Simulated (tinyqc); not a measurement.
Ballast resistance and gain from the on-state line.

Problem. At high current V = BV (1 + be)^(-1/n) + I Ro. Find Ro, the intercept and be.

Parameters, values chosen for the exercise:
```
symbol,value,unit,meaning
BV,6.6,V,junction breakdown voltage
n,4.3,,exponent of the multiplication
```

V at I = 3.2 and 6.5 mA/um (V): 5.0444639  6.2984639

Answer. The slope is Ro; the intercept over BV is (1 + be)^(-1/n).

Ro = 380.0 ohm um
intercept = 3.828 V
be = 9.400

tinyqc, about 0.02 s, one thread, Intel Xeon 2.30GHz (shared host): `OMP_NUM_THREADS=1 python tinyqc.py 2670128 2670129 out.jsonl`
